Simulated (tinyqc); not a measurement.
Avalanche multiplication and breakdown of a junction from ionisation integrals: one step, computed by the program tinyqc. Command: `OMP_NUM_THREADS=1 python tinyqc.py 3021941 3021942 out.jsonl impact walk`. One thread of a shared host (Intel(R) Xeon(R) Processor @ 2.30GHz), about 0.01 s of CPU time with the checks.

Ionisation coefficients follow the local field. Position x runs through the depletion layer from the p side (x = 0), where electrons enter, to the n side (x = w), where holes enter. The built-in voltage is neglected.

Problem. Coefficients at the critical field. alpha_n = a_n exp(-(b_n/F)^c), alpha_p = a_p exp(-(b_p/F)^c).

Inputs (values chosen for the exercise, modelled on silicon):
```
quantity                   value  unit
electron prefactor a_n    689000  1/cm
electron field b_n      1.26e+06  V/cm
hole prefactor a_p      1.53e+06  1/cm
hole field b_p          2.09e+06  V/cm
exponent c                     1     -
```

Junction: p-i-n with uniform field.

critical field F_m = 0.2701858 MV/cm

Give: alpha_n; alpha_p; ratio k = alpha_p/alpha_n; shorter ionisation length.

Solution.

alpha_n = 6500 1/cm

alpha_p = 668.7 1/cm

ratio k = alpha_p/alpha_n = 0.1029

shorter ionisation length = 1.538 micrometre
